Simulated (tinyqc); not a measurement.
Chemical-mechanical planarisation: Preston law, pattern density and step-height reduction. Inputs raised by 5 %, one at a time. Computed by tinyqc, a small Python program. Command: `OMP_NUM_THREADS=1 python tinyqc.py 3028847 3028848 out.jsonl cmp sens`. One thread of a shared host (Intel(R) Xeon(R) Processor @ 2.30GHz), about 0.02 s of CPU time with the checks.

A row of 12 cells, repeated periodically, holds raised features that cover a share rho of each cell.

Inputs (values chosen for the exercise, close to those used for copper polishing):

| quantity | value | unit |
|---|---|---|
| Preston coefficient K | 1.5e-13 | 1/Pa |
| pressure P | 16 | kPa |
| platen and carrier speed | 80 | rpm |
| distance between the centres | 17 | cm |
| initial step height h0 | 390 | nm |
| contact height h_c | 120 | nm |
| film above the raised areas z0 | 800 | nm |
| cell size | 1.4 | mm |
| planarisation length | 3 | mm |
| polish time t | 90 | s |

local pattern densities, cell by cell: 0.8  0.9  0.1  0.5  0.5  0.25  0.1  0.2  0.2  0.6  0.8  0.9

Method:
- With equal rotation speeds the relative speed is uniform, v = omega r_c; Preston rate R0 = K P v.
- The stiff pad averages the density: rho_eff(i) = sum_j w_ij rho_j / sum_j w_ij, w = exp(-2 d^2/L^2), L the planarisation length and d the distance between cell centres, summed over all periodic images of cell j.
- While h > h_c only raised areas polish, at R0/rho_eff, until t_c = rho_eff (h0 - h_c)/R0. After that h = h_c exp(-(t - t_c)/tau), tau = rho_eff h_c/R0; low areas polish at R0 (1 - h/h_c) and raised areas at R0 [1 + (1 - rho_eff) h/(rho_eff h_c)]. Removed from raised areas after t_c: h0 - h_c + R0 (t - t_c) + (1 - rho_eff)(h_c - h); from low areas: R0 (t - t_c) - rho_eff (h_c - h). Film left = z0 less the removal from raised areas.

Runs:

| input moved | from | to | range of film left across the row (nm) | largest remaining step (nm) | thinnest film left (nm) | blanket rate R0 (nm/s) |
|---|---|---|---|---|---|---|
| base run | - | - | 251.19 | 50.110 | 180.27 | 3.4181 |
| pressure P (kPa) | 16 | 16.8 | 249.89 | 42.865 | 164.89 | 3.5890 |
| initial step height h0 (nm) | 390 | 409.5 | 264.89 | 58.952 | 164.67 | 3.4181 |
| contact height h_c (nm) | 120 | 126 | 251.58 | 52.299 | 180.27 | 3.4181 |
| planarisation length (mm) | 3 | 3.15 | 246.42 | 48.897 | 182.65 | 3.4181 |
| polish time t (s) | 90 | 94.5 | 249.89 | 42.865 | 164.89 | 3.4181 |
| cell size (mm) | 1.4 | 1.47 | 255.58 | 51.195 | 178.00 | 3.4181 |
| platen and carrier speed (rpm) | 80 | 84 | 249.89 | 42.865 | 164.89 | 3.5890 |

Exponents ln(y'/y) / ln(x'/x):

| input | range of film left across the row | largest remaining step | thinnest film left | blanket rate R0 |
|---|---|---|---|---|
| pressure P | -0.106 | -3.201 | -1.828 | 1 |
| initial step height h0 | 1.088 | 3.331 | -1.856 | 0 |
| contact height h_c | 0.032 | 0.876 | 0.000 | 0 |
| planarisation length | -0.393 | -0.502 | 0.269 | 0 |
| polish time t | -0.106 | -3.201 | -1.828 | 0 |
| cell size | 0.355 | 0.439 | -0.260 | 0 |
| platen and carrier speed | -0.106 | -3.201 | -1.828 | 1 |

Among the inputs moved here: range of film left across the row answers most in size to initial step height h0 (exponent +1.088), next to planarisation length (-0.393). Largest remaining step answers most in size to initial step height h0 (exponent +3.331), next to pressure P (-3.201). Thinnest film left answers most in size to initial step height h0 (exponent -1.856), and about equally to pressure P (-1.828), platen and carrier speed (-1.828), polish time t (-1.828); its exponent is below 0.0005 for contact height h_c. Blanket rate R0 answers most in size to pressure P (exponent +1.000), and about equally to platen and carrier speed (+1.000); its exponent is below 0.0005 for initial step height h0, contact height h_c, planarisation length, polish time t, cell size. Its exponent +1.000 in pressure P: Preston's law. Its exponent +1.000 in platen and carrier speed: Preston's law.

Extremes, crossings and ranges named in words are read from the listed rows.
